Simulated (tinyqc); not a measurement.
## Trap density from the barrier height

Problem. In a partly depleted grain with all boundary traps filled, 2 N W = Qt and VB = q N W^2/(2 eps0 eps_r). Find Qt, W and the doping at which VB would equal Vt.

Parameters, values chosen for the exercise: temperature T = 300 K; relative permittivity eps_r = 11.7.

Constants: q = 1.602176634e-19 C, kB = 1.380649e-23 J/K, Vt = kB T/q, eps0 = 8.8541878128e-14 F/cm where lengths are in cm. Results are converted to the units shown.

doping = 4.4e17 cm^-3
barrier height = 0.14235678 V

Answer. Eliminating W gives VB = q Qt^2/(8 eps0 eps_r N), which falls as 1/N.

Qt = 1.80e12 cm^-2
W = 20.5 nm
doping for VB = Vt = 2.42e18 cm^-3

tinyqc, about 0.01 s, one thread, Intel Xeon 2.30GHz (shared host): `OMP_NUM_THREADS=1 python tinyqc.py 2830219 2830220 out.jsonl`
